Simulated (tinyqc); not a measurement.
# Molecular dynamics of a small cluster by velocity Verlet steps, step by step

A worked calculation. Computed by tinyqc, a small Python program that keeps every step. Command: `OMP_NUM_THREADS=1 python tinyqc.py 3023006 3023007 out.jsonl verlet walk`. One thread of a shared host (Intel(R) Xeon(R) Processor @ 2.30GHz), about 0.2 s of CPU time with the checks. Intermediate numbers are printed to about 6 digits and carried at full precision; extremes and crossings named in words are read from the listed rows.

E = sum_(i<j) phi(r_ij), phi(r) = eps [exp(-2 alpha (r - r0)) - 2 exp(-alpha (r - r0))]; the force on i is -sum_j phi'(r_ij) (R_i - R_j)/r_ij.

Inputs (values chosen for the exercise, for model atoms):
```
quantity,value,unit
length r0,3.16,angstrom
well depth eps,0.55,eV
stiffness alpha,1.55,1/angstrom
atomic mass M,21.1,u
time step dt,4.6,fs
steps,300,-
```

Potential: Morse. Thermostat: none.

starting positions (angstrom):
```
,x,y,z
atom 1,0,0.06,-0.03
atom 2,3.22,0.02,0
atom 3,1.61,2.74,0.01
atom 4,1.52,0.92,2.59
```

starting velocities (angstrom/fs):
```
,x,y,z
atom 1,-0.0014,-0.0019,-0.00066
atom 2,0.00054,-0.00099,0.00396
atom 3,0.00067,0.00382,-0.004
atom 4,0.0002,-0.00093,0.00071
```

Constants: 1 eV/(angstrom u) = 9.648533212e-03 angstrom/fs^2; k_B = 8.617333262e-05 eV/K.

## State at the start

Velocity Verlet: a = c F/M with c = 9.648533212e-3 angstrom/fs^2 per eV/(angstrom u); R(new) = R + v dt + a dt^2/2; v(new) = v + (a + a(new)) dt/2. Kinetic energy K = M v^2/(2c); temperature T = 2K/((3N - 3) k_B), rotation of the cluster included.

forces (eV/angstrom):
```
,x,y,z
atom 1,0.074931,-0.091663,-0.025403
atom 2,-0.218813,0.045358,0.119119
atom 3,0.050174,0.081885,-0.001771
atom 4,0.093707,-0.035580,-0.091945
```

potential energy = -3.28866 eV

kinetic energy = 0.0605861 eV

temperature = 156.238 K

## Step 1

The formulas are those given above.

positions after step 1 (angstrom):
```
,x,y,z
atom 1,-0.00608,0.05082,-0.03316
atom 2,3.22143,0.01567,0.01879
atom 3,1.61332,2.75797,-0.00841
atom 4,1.52137,0.91555,2.59282
```

new forces (eV/angstrom):
```
,x,y,z
atom 1,0.144501,-0.015014,-0.000764
atom 2,-0.244066,0.078300,0.096899
atom 3,0.029779,-0.070749,0.058863
atom 4,0.069786,0.007463,-0.154998
```

velocities after step 1 (angstrom/fs):
```
,x,y,z
atom 1,-0.00116922,-0.00201220,-0.00068752
atom 2,0.00005317,-0.00085994,0.00418719
atom 3,0.00075409,0.00383171,-0.00393995
atom 4,0.00037195,-0.00095957,0.00045028
```

total energy = -3.22800 eV

## Step 2

The formulas are those given above.

positions after step 2 (angstrom):
```
,x,y,z
atom 1,-0.01076,0.04149,-0.03633
atom 2,3.22049,0.01209,0.03852
atom 3,1.61694,2.77525,-0.02625
atom 4,1.52342,0.91117,2.59414
```

new forces (eV/angstrom):
```
,x,y,z
atom 1,0.198012,0.050246,0.018871
atom 2,-0.252107,0.101121,0.065909
atom 3,0.011564,-0.197939,0.109303
atom 4,0.042531,0.046572,-0.194084
```

velocities after step 2 (angstrom/fs):
```
,x,y,z
atom 1,-0.00080898,-0.00197514,-0.00066848
atom 2,-0.00046867,-0.00067124,0.00435843
atom 3,0.00079757,0.00354912,-0.00376309
atom 4,0.00049008,-0.00090274,0.00008314
```

total energy = -3.22787 eV

## Fastest vibration

Relax the cluster, diagonalise the Hessian (central differences): omega_max = sqrt(c lambda_max/M). Verlet steps are stable for omega_max dt < 2.

omega_max = 0.0695260 1/fs

shortest period = 90.3717 fs

omega_max dt = 0.319820

The step is 1/19.6 of the shortest period.

## The trajectory

Spread = largest minus smallest value. The test of the step is the spread (largest minus smallest) of the total energy over the run without thermostat, against the spread of K; the step passes below 5 %. The mean T is over the second half.

Course of the run (evenly spaced rows):
```
step,t (fs),U (eV),K (eV),U + K (eV),T (K)
0,0.0,-3.28866,0.0605861,-3.22808,156.238
21,96.6,-3.26290,0.0352874,-3.22761,90.998
42,193.2,-3.27843,0.0506203,-3.22781,130.539
63,289.8,-3.26229,0.0347288,-3.22756,89.558
84,386.4,-3.26765,0.0400318,-3.22762,103.233
105,483.0,-3.26216,0.0345676,-3.22760,89.142
126,579.6,-3.26450,0.0369337,-3.22756,95.244
147,676.2,-3.26459,0.0369752,-3.22761,95.351
168,772.8,-3.25673,0.0292700,-3.22746,75.481
189,869.4,-3.26605,0.0384311,-3.22762,99.105
210,966.0,-3.26163,0.0340337,-3.22760,87.766
231,1062.6,-3.27693,0.0491213,-3.22781,126.673
252,1159.2,-3.26187,0.0342262,-3.22764,88.262
273,1255.8,-3.28033,0.0525005,-3.22783,135.387
294,1352.4,-3.26079,0.0332042,-3.22758,85.626
```

spread of the total energy = 7.41138e-04 eV

spread of the total over spread of K = 0.0137361

mean temperature = 106.217 K

The total energy keeps within 1.4 % of the swings of K, so the step passes.

## Energy conservation against the time step

Runs without thermostat over the same span of time, steps x dt; spread = largest minus smallest value. For contrast, the energy gained over the first 30 dt (dt of the inputs) by explicit Euler steps: R(new) = R + v dt, v(new) = v + a dt.

Energy error (eV):
```
dt (fs),omega_max dt,"Verlet, spread of U + K","Euler, gain in U + K"
0.575,0.039977,1.12843e-05,1.27313e-02
1.150,0.079955,4.51925e-05,2.82186e-02
2.300,0.159910,1.81836e-04,6.96640e-02
4.600,0.319820,7.41138e-04,2.14594e-01
9.200,0.639639,3.26617e-03,1.01796e+00
13.800,0.959459,8.75378e-03,3.83454e+00
```

The Verlet error grows as dt^2.00 between the first rows, the second order of the method. Euler steps gain energy steadily: over that short span the gain in the first row is already 1100 times the Verlet spread of the whole run, and it grows as dt^1.15, tending to the first order of that method as dt shrinks. Caution: where the Euler gain approaches or exceeds the binding energy the cluster has blown apart.

Checks made by the program: time reversal over 50 steps (relative difference below 1e-10).
